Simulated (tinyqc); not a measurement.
Esaki diode in forward bias, two-band WKB: one step of the calculation.

Abrupt p-n junction, depletion approximation. Energies E are counted from the conduction-band edge of the neutral n side; its Fermi level lies at dn, that of the p side at dn - V, and the valence-band edge of the neutral p side at Em = dn + dp - V. Tunnelling needs 0 < E < Em. Two-band dispersion with equal masses m: inside the gap kappa = sqrt(m u (1 - u/Eg)/C), u the distance from a band edge, C = hbar^2/(2 m0).

Problem. Current density on a coarse grid. J = KJ exp(-S) Eb times the integral from 0 to Em of [f(E - dn) - f(E - dn + V)] [1 - exp(-min(E, Em - E)/Eb)] dE, f(x) = 1/(1 + exp(x/Vt)), with S and Eb from the mean field; J > 0 flows from p to n. KJ = (2 q^2/h) m/(4 pi C) (times 1e14 for A/cm^2 per eV^2). Simpson's rule on nE equally spaced points from 0 to Em.

Values chosen for this exercise; band and dielectric values close to those of In0.53Ga0.47As: temperature T = 300 K; band-edge mass of the two-band model m = 0.04 m0; bias of the p side V = 0.19 V; points of the energy grid nE = 11.

Constants: q = 1.602176634e-19 C, kB = 1.380649e-23 J/K, hbar = 1.054571817e-34 J s, h = 6.62607015e-34 J s, m0 = 9.1093837015e-31 kg, Vt = kB T/q, hbar^2/(2 m0) = 0.0380998212 eV nm^2. Results are converted to the units shown.

dn = 0.62902933 eV
dp = 0.057081156 eV
S = 5.6089016
Eb = 33.295289 meV

Give: E; difference of the f; transverse factor; integral; KJ; J.

Solution.

```
point  E (eV)  difference of the f  transverse factor
0      0.0000               0.0000             0.0000
1      0.0496               0.0000             0.7746
2      0.0992               0.0000             0.9492
3      0.1488               0.0000             0.9886
4      0.1984               0.0001             0.9974
5      0.2481               0.0006             0.9994
6      0.2977               0.0042             0.9974
7      0.3473               0.0279             0.9886
8      0.3969               0.1637             0.9492
9      0.4465               0.5709             0.7746
10     0.4961               0.8952             0.0000
```

integral = 0.03640 eV
KJ = 6.473e8 A/(cm^2 eV^2)
J = 2875 A/cm^2

Range of the model: Parabolic densities of states, no band tails and no gap narrowing, all of which matter at such doping.

Numbers from tinyqc (`OMP_NUM_THREADS=1 python tinyqc.py 2620093 2620094 out.jsonl`; about 0.01 s on one thread of a shared Intel Xeon 2.30GHz).
